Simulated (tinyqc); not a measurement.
Surface potential of a MOS transistor: implicit equation and explicit approximations: one step of the calculation.

p-type body, charge-sheet picture, depletion and inversion only, full ionisation (an idealisation for deep acceptors), Boltzmann statistics (rough once Na exp(x - xn) passes about Nc/7). In units of Vt: xg = (Vg - Vfb)/Vt, x = psi/Vt, G = gamma/sqrt(Vt), xn = (2 phiF + Vc)/Vt. The implicit equation is (xg - x)^2 = G^2 [x - 1 + exp(x - xn)] for x above about 3. Cox = eps0 eox/tox.

Question. Scales. ni = sqrt(Nc Nv) exp(-Eg/(2 Vt)), Eg in volts; phiF = Vt ln(Na/ni); gamma = sqrt(2 q eps0 eps_r Na)/Cox; VT = Vfb + Vt (xn + G sqrt(xn - 1)).

Values chosen for this exercise; band and dielectric values close to those of silicon: temperature T = 300 K; band gap Eg = 1.12 eV; relative permittivity eps_r = 11.9; conduction-band density of states at T Nc = 2.81e19 cm^-3; valence-band density of states at T Nv = 2.68e19 cm^-3; relative permittivity of the gate insulator (close to silicon dioxide) eox = 3.9; insulator thickness tox = 4.5 nm; acceptor density Na = 1.8e18 cm^-3; flat-band voltage Vfb = -0.72 V; channel-body voltage Vc = 0 V; gate-body voltage Vg = 1.49 V.

Constants: q = 1.602176634e-19 C, kB = 1.380649e-23 J/K, Vt = kB T/q, eps0 = 8.8541878128e-14 F/cm where lengths are in cm. Results are converted to the units shown.

Find: phiF; gamma; G; xn; VT; xg.

Answer.

phiF = 0.48957 V
gamma = 1.0159 V^0.5
G = 6.3184
xn = 37.875
VT = 1.2510 V
xg = 85.487

Range of the model: The electron quasi-Fermi level lies less than 2 Vt below the band edge at the surface, or above it, where degeneracy and confinement, left out, matter.

Numbers from tinyqc (`OMP_NUM_THREADS=1 python tinyqc.py 2122114 2122115 out.jsonl`; about 0.01 s on one thread of a shared Intel Xeon 2.30GHz).
